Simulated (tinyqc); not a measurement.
What a faster ramp buys: rapid thermal processing of a wafer: radiative balance, ramp and cooling, pattern effects, pyrometer error and spike budget. Computed by tinyqc, a small Python program. Command: `OMP_NUM_THREADS=1 python tinyqc.py 3111904 3111905 out.jsonl rtp walk`. One thread of a shared host (Intel(R) Xeon(R) Processor @ 2.30GHz), about 0.04 s of CPU time with the checks.

The wafer is opaque and uniform through its thickness unless said otherwise; temperatures in formulas are in kelvin (C + 273.15). sigma = 5.670374419e-12 W/(cm^2 K^4).

Inputs (values chosen for the exercise, modelled on a hot silicon wafer): wafer thickness d = 625 micrometre; heat capacity per volume C = 2.18 J/(cm^3 K); thermal conductivity k = 0.21 W/(cm K); emissivity eps of each face = 0.68; reflectivity of the chamber walls r = 0.49; gas heat-transfer coefficient h, both faces together = 0.98 mW/(cm^2 K); wall temperature T_w = 350 K; process temperature = 899 C; starting temperature = 400 C; ramp rate = 39 K/s; activation energy of the process E_a = 3.46 eV.

Constants: k_B = 8.617333262e-05 eV/K.

Method:
- Effective emissivity between parallel grey plates: eps_eff = 1/(1/eps + 1/(1 - r) - 1). Loss per area q(T) = 2 eps_eff sigma (T^4 - T_w^4) + h (T - T_w).
- Absorbed power during a ramp = q(T) + C d x ramp rate; thermal time constant tau = C d/(dq/dT), dq/dT = 8 eps_eff sigma T^3 + h; natural cooling rate q/(C d); front-to-back difference under one-sided heating at the end of the ramp = (absorbed power) d/(2 k).
- Cooling with the lamps off: C d dT/dt = -q(T), integrated adaptively (relative tolerance 1e-10).
- Spike anneal: linear ramp to the peak, then lamps off. Equivalent time at the peak = int exp(-(E_a/k_B)(1/T - 1/T_peak)) dt; estimate (k_B T^2/E_a)(1/ramp rate + 1/cooling rate). The ramp part uses 4000 trapezoid steps, the cooling part 4000 steps over 4 tau.

time constant tau = 4.39135 s

holding power q = 9.54058 W/cm^2

natural cooling rate = 70.0226 K/s

Against the ramp rate:
```
ramp (K/s)  ramp part (s)  cooling part (s)  total (s)  power at the peak (W/cm^2)
10                 3.2378           0.51498     3.7528                       10.90
25                 1.2951           0.51498     1.8101                       12.95
50                 0.6476           0.51498     1.1625                       16.35
100                0.3238           0.51498     0.8388                       23.17
250                0.1295           0.51498     0.6445                       43.60
500                0.0648           0.51498     0.5797                       77.67
1000               0.0324           0.51498     0.5474                      145.79
```

From 10 to 100 K/s the total falls by a factor 4.5, from 100 to 1000 K/s by 1.53: the cooling part, 0.515 s, is a floor, and the natural cooling rate here is 70.0 K/s.

Extremes, crossings and ranges named in words are read from the listed rows.
